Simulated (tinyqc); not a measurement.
Cylindrical quantum wire: one step. Hard-wall levels.

With hard walls E = c (x/R)^2/mw, x a zero of J_m: (1,0) 2.404826; (2,0) 5.520078; (1,1) 3.831706; (2,1) 7.015587; (1,2) 5.135622; (2,2) 8.417244; (1,3) 6.380162; (2,3) 9.761023.

Constants: hbar^2/2m0 = 3.80998211 eV angstrom^2.

Parameters, chosen for this exercise (out of a larger set: near those of an InGaAs wire in InP; not measured data): R = 103 angstrom (radius); mw = 0.0422 m0 (mass inside).

Problem. The six lowest of these, with their orbital degeneracy; c = hbar^2/2m0.

Give: Hard walls.

Solution.

Hard walls:
```
state  degeneracy       x  E (eV)
(1,0)           1  2.4048  0.0492
(1,1)           2  3.8317  0.1249
(1,2)           2  5.1356  0.2245
(2,0)           1  5.5201  0.2593
(1,3)           2  6.3802  0.3464
(2,1)           2  7.0156  0.4189
```

The ballistic conductance steps are 2, 4, 4, 2 e^2/h as EF passes the first four edges (spin included, one valley). The real barrier, V0 = 0.255 eV, lies below 3 values at the end of the list.

Run: tinyqc, `OMP_NUM_THREADS=1 python tinyqc.py 1280944 1280945 out.jsonl`; Intel(R) Xeon(R) Processor @ 2.30GHz, one thread, shared host; about 0.04 s of CPU time with all checks.
